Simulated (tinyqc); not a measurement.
# Current of a Schottky diode by thermionic-emission-diffusion theory, and its read-back from I-V-T and C-V data, step by step

A worked calculation. Computed by tinyqc, a small Python program that keeps every step. Command: `OMP_NUM_THREADS=1 python tinyqc.py 3006451 3006452 out.jsonl schottky walk`. One thread of a shared host (Intel(R) Xeon(R) Processor @ 2.30GHz), about 0.01 s of CPU time with the checks. Intermediate numbers are printed to about 5 digits and carried at full precision; extremes and crossings named in words are read from the listed rows.

Full ionisation, no tunnelling, no recombination current. V is the voltage across the junction itself, forward positive.

Inputs (values chosen for the exercise, modelled on n-type amorphous oxide):
```
quantity,value,unit
Richardson constant A*,39.1,A/(cm^2 K^2)
"effective density of states at 300 K, N_c",4.9e+18,1/cm^3
permittivity eps,10,-
mobility mu,11,cm^2/(V s)
barrier without image force phi_0 (mean),0.857,eV
doping N,9.4e+16,1/cm^3
series resistance R_s,0.05,milliohm cm^2
junction voltage V,0.38,V
temperature T,250,K
standard deviation sigma,79,meV
"relative change of sigma^2 with bias, rho",0.62,1/V
```

Barrier: Gaussian spread of heights.

Constants: k_B = 8.617333262e-05 eV/K; e = 1.602176634e-19 C; eps_0 = 8.8541878128e-12 F/m.

## Barrier at the given bias

N_c(T) = N_c (T/300 K)^(3/2); V_bi = phi_0 - (k_B T/e) ln(N_c(T)/N); surface field F = sqrt(2 e N (V_bi - V - k_B T/e)/(eps eps_0)); image lowering d_phi = sqrt(e F/(4 pi eps eps_0)); effective barrier phi = phi_0 - d_phi - sigma^2 (1 - rho V)/(2 k_B T).

built-in voltage V_bi = 0.77772 V

surface field F = 113.12 kV/cm

image lowering = 40.360 meV

effective barrier phi = 0.70592 eV

## Current

Collection velocity v_R = A* T^2/(e N_c(T)); diffusion velocity v_D = mu F; J = e N_c(T) v_R/(1 + v_R/v_D) exp(-phi/k_B T) [exp(e V/k_B T) - 1]. Terminal voltage V + J R_s.

v_R = 4.0919e+06 cm/s

v_D = 1.2444e+06 cm/s

current density J = 0.15330 A/cm^2

terminal voltage = 0.38001 V

v_D/v_R = 0.304: both steps matter.

## Read-back from the I-V curve

Ideality n = (e/k_B T)/(d ln J/dV) by a central difference of +/- 1 mV; J_0 = J exp(-e V/(n k_B T)); apparent barrier phi_IV = k_B T ln(A* T^2/J_0); a C-V plot gives phi_CV = phi_0, the mean without lowering.

ideality factor n = 1.1609

extrapolated J_0 = 3.8611e-08 A/cm^2

apparent barrier phi_IV = 0.68462 eV

phi_CV - phi_IV = 172.38 meV

n exceeds 1 because forward bias lowers the field, which weakens the image lowering and v_D, and narrows the spread of barriers.

## Temperature series and Richardson plot

A least-squares line of ln(J_0/T^2) against 1/(k_B T) gives a barrier (minus the slope) and a Richardson constant (exp of the intercept).

At the same junction voltage:
```
T (K),1/k_B T (1/eV),n,J_0 (A/cm^2),phi_IV (eV),ln(J_0/T^2)
200,58.023,1.1815,1.0155e-10,0.64239,-33.607
250,46.418,1.1609,3.8611e-08,0.68462,-28.113
300,38.682,1.1527,3.4244e-06,0.71502,-23.992
350,33.156,1.1526,1.1079e-04,0.73863,-20.824
400,29.011,1.1593,1.7684e-03,0.75787,-18.321
450,25.788,1.1730,1.7022e-02,0.77393,-16.292
```

barrier from the Richardson plot = 0.53726 eV

Richardson constant from the plot = 0.058828 A/(cm^2 K^2)

From 200 to 450 K n goes from 1.182 to 1.173 and phi_IV from 0.642 to 0.774 eV. The plot returns 0.537 eV against phi_0 = 0.857 and a constant 0.00150 times the true A*: a spread of barriers lets cold carriers pick the low patches, which bends the plot and lowers both numbers.

## Forward curve with series resistance

Terminal voltage V + J R_s; apparent ideality from neighbouring rows, (e/k_B T) dV_terminal/d ln J.

Forward curve; the last column belongs to the interval up to the next row:
```
V (V),J (A/cm^2),terminal voltage (V),apparent n
0.184,5.5862e-05,0.1840,1.143
0.255,9.9863e-04,0.2550,1.149
0.326,1.7564e-02,0.3260,1.159
0.398,3.1457e-01,0.3980,1.175
0.469,5.2461e+00,0.4693,1.257
0.540,8.3375e+01,0.5442,2.237
0.612,1.2622e+03,0.6751,14.231
0.683,1.5033e+04,1.4347,-
```

The resistance takes over where J R_s exceeds k_B T/e, at J = 431 A/cm^2; the apparent ideality climbs from 1.14 to 14.2, so barrier and n must be read below that current.

Checks made by the program: v_D = mu F against the drift-diffusion integral over the parabolic barrier, a ratio 2 y Dawson(y) with y^2 = (V_bi - V)/(k_B T/e) - 1 (relative difference 3e-02).
